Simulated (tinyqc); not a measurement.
Inside a calculation. Model: MOS inversion layer, Poisson-Schroedinger loop.

Numbers from tinyqc (`OMP_NUM_THREADS=1 python tinyqc.py 2160059 2160060 out.jsonl`; about 0.5 s on one thread of a shared Intel Xeon 2.30GHz). Printed values are rounded.

Electrons confined at an insulator interface at z = 0, treated as a hard wall; parabolic valleys, Hartree approximation, no image or exchange terms. The depletion charge lies far deeper than the electrons and gives a uniform field q Nd/(eps0 eps_r); the gate balances all charge. Energies are counted from the band edge at the interface.

Parameters, values chosen for the exercise; masses and permittivity close to those of 4H silicon carbide (0001): temperature T = 300 K; relative permittivity eps_r = 9.63; mass along z of valley set A (3 valley(s)) mz1 = 0.328 m0; in-plane density-of-states mass of set A md1 = 0.421 m0; sheet density of electrons Ns = 1.3e12 cm^-2; sheet density of depletion charge Nd = 1.2e11 cm^-2; mesh step hz = 1.9 nm; mixing factor a = 0.5.

Constants: q = 1.602176634e-19 C, kB = 1.380649e-23 J/K, hbar = 1.054571817e-34 J s, m0 = 9.1093837015e-31 kg, Vt = kB T/q, eps0 = 8.8541878128e-14 F/cm where lengths are in cm, hbar^2/(2 m0) = 0.0380998212 eV nm^2. Results are converted to the units shown.

## Fixed part of the potential

z, node 1 to 16 (nm): 1.9  3.8  5.7  7.6  9.5  11.4  13.3  15.2  17.1  19  20.9  22.8  24.7  26.6  28.5  30.4

V0 = q Nd z/(eps0 eps_r) in eV.

fixed potential V0, node 1 to 16 (eV): 0.00428420  0.00856841  0.01285261  0.01713682  0.02142102  0.02570523  0.02998943  0.03427364  0.03855784  0.04284205  0.04712625  0.05141046  0.05569466  0.05997887  0.06426307  0.06854728

## Round 1: levels and probability densities

self-consistent potential U at the start, node 1 to 16 (eV): 0  0  0  0  0  0  0  0  0  0  0  0  0  0  0  0

Tridiagonal Hamiltonian with psi = 0 one step beyond both ends: H_ii = C (1/m_(i-1/2) + 1/m_(i+1/2))/hz^2 + V0_i + U_i, H_(i,i+1) = -C/(m_(i+1/2) hz^2), C = hbar^2/(2 m0). The lowest 2 level(s) are kept, normalised to hz sum |psi|^2 = 1. The mass is the same on all intervals.

levels (eV): A1 0.01941687, A2 0.03366376

```
node  |psi|^2 of A1 (1/nm)  |psi|^2 of A2 (1/nm)
1                0.0628842             0.0573790
2                0.1471481             0.0677888
3                0.1498459             0.0061033
4                0.0971127             0.0239148
5                0.0458288             0.0948528
6                0.0168631             0.1184306
7                0.0050436             0.0871282
8                0.0012612             0.0451586
9                0.0002691             0.0179196
10               0.0000498             0.0057129
11               0.0000081             0.0015103
12               0.0000012             0.0003386
13               0.0000001             0.0000655
14               0.0000000             0.0000110
15               0.0000000             0.0000016
16               0.0000000             0.0000002
```

## Round 1: Fermi level and occupations

Level k holds N_k = D_k Vt ln(1 + exp((EF - E_k)/Vt)) with D = 3 md1 m0 q/(pi hbar^2) per eV (spin included); EF is fixed by sum N_k = Ns.

EF = -0.05245379 eV
N_k (cm^-2): A1 8.208919e11, A2 4.791081e11

## Round 1: density, output potential and mixing

n_i = sum_k N_k |psi_k|^2 (converted to cm^-3). Hartree part by Gauss: on the interval before node i the electrons still beyond are S_i = Ns - hz sum_(j<i) n_j, and U_i = U_(i-1) + q S_i hz/(eps0 eps_r) in eV, U_0 = 0 at the interface. Mixing: U(new) = U + a (U(out) - U).

```
node  n (1e18 cm^-3)  U(out) (eV)  U after round 1 (eV)
1           0.791119    0.0464122            0.02320611
2           1.532708    0.0874580            0.04372901
3           1.259314    0.1181070            0.05905349
4           0.911768    0.1402136            0.07010679
5           0.830652    0.1561354            0.07806769
6           0.705839    0.1664226            0.08321129
7           0.458840    0.1719219            0.08596093
8           0.226711    0.1743087            0.08715434
9           0.088064    0.1751576            0.08757882
10          0.027780    0.1754092            0.08770462
11          0.007302    0.1754724            0.08773620
12          0.001632    0.1754860            0.08774301
13          0.000315    0.1754886            0.08774429
14          0.000053    0.1754890            0.08774449
15          0.000008    0.1754890            0.08774452
16          0.000001    0.1754890            0.08774452
```

## Course of the self-consistent loop

Start from U = 0. Stop when the largest |U(out) - U| is below 1e-7 eV, or after 120 rounds.

Course of the iteration:
```
round  level A1 (eV)       EF (eV)  largest |U(out) - U| (eV)
1         0.01941687   -0.05245379                      0.175
2         0.06317496  -0.002696958                     0.0291
3         0.07599907   0.009598033                     0.0145
4         0.08243680    0.01590541                    7.00e-3
5         0.08561031    0.01905725                    3.36e-3
6         0.08716390    0.02060567                    1.63e-3
7         0.08792702    0.02136683                    7.92e-4
8         0.08830358    0.02174252                    3.89e-4
9         0.08849007    0.02192861                    1.92e-4
...              ...           ...                        ...
12        0.08865170    0.02208994                    2.34e-5
13        0.08866315    0.02210137                    1.16e-5
14        0.08866886    0.02210707                    5.80e-6
15        0.08867172    0.02210992                    2.89e-6
16        0.08867314    0.02211135                    1.44e-6
17        0.08867385    0.02211206                    7.21e-7
18        0.08867421    0.02211241                    3.60e-7
19        0.08867439    0.02211259                    1.80e-7
20        0.08867448    0.02211268                    8.99e-8
```

Converged in 20 rounds. Towards the end the residual shrinks by a factor of about 0.50 a round.

## Converged levels, occupations and centroid

converged U, node 1 to 16 (eV): 0.04641213  0.07229379  0.08554728  0.09284187  0.09631394  0.09765730  0.09808516  0.09819958  0.09822572  0.09823089  0.09823179  0.09823192  0.09823194  0.09823194  0.09823194  0.09823194

Solve for the levels with V0 + U, find EF, n_i = sum_k N_k |psi_k|^2 (in cm^-3); share of each level N_k/Ns; centroid sum n z/sum n.

levels (eV): A1 0.0886745, A2 0.1206173
EF = 0.02211268 eV
shares (%): A1 77.02353, A2 22.97647
n, node 1 to 16 (in units of 1e18 cm^-3): 3.026622  1.861650  0.878461  0.563519  0.313814  0.134965  0.046205  0.013016  0.003091  0.000630  0.000112  0.000017  0.000002  0.000000  0.000000  0.000000
centroid = 4.021373 nm

An 800-node mesh to 51 nm with 8 levels a set gives A1 = 0.09041 eV, EF = 0.02135 eV and a centroid of 5.312 nm; the levels kept above hold 85.5 % of the electrons there. The coarse centroid is 24 % below the fine one.

## Closed-form estimates

Triangular well: E_k = a_k (C F^2/mz)^(1/3), a_1 = 2.338107, a_2 = 4.087949, C = hbar^2/(2 m0), F in eV/nm. Fang-Howard (all electrons in the lowest level of set A): b^3 = 6 (mz1/C) q (Nd + 11 Ns/32)/(eps0 eps_r), centroid 3/b, level C b^2/(4 mz1) + (3/b) q (Nd + 11 Ns/16)/(eps0 eps_r). Use F = q (Nd + Ns)/(eps0 eps_r), the surface field, and F = q (Nd + Ns/2)/(eps0 eps_r).

A1 with the surface field = 0.1018662 eV
A1 with Nd + Ns/2 = 0.06773787 eV
A2 with Nd + Ns/2 = 0.1184330 eV
b = 0.8194232 1/nm
Fang-Howard centroid = 3.661112 nm
Fang-Howard level = 0.08923826 eV

Against the self-consistent A1 = 0.09041 eV on a fine mesh, the surface-field estimate is 13 % above it, the half-charge one 25 % below it and Fang-Howard 1.3 % below it. A1 holds 70.2 % of the electrons, and the Fang-Howard centroid is 31 % below the full one.
